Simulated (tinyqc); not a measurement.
## Cell size and critical density at another thickness

Question. In the cell model of oxide breakdown (cubic cells of edge a, defect density growing as t^al) the Weibull slope is beta = al tox/a, and for small l the critical density is N_bd = a^(-3) (A/a^2)^(-a/tox). Find a from the slope, and then the area A and the slope at 12 nm.

Inputs (values chosen for the exercise):

| symbol | value | unit | meaning |
|---|---|---|---|
| al | 0.99 |  | exponent of defect growth |

Weibull slope at a thickness of 8.4 nm = 6.93
N_bd there, small-l form = 1.1006108e20 cm^-3

Answer. a = al tox/beta, and A = a^2 (a^3 N_bd)^(-tox/a).

a = 1.200 nm
A = 0.1600 um^2
slope = 9.900

tinyqc, about 0.01 s, one thread, Intel Xeon 2.30GHz (shared host): `OMP_NUM_THREADS=1 python tinyqc.py 2070077 2070078 out.jsonl`
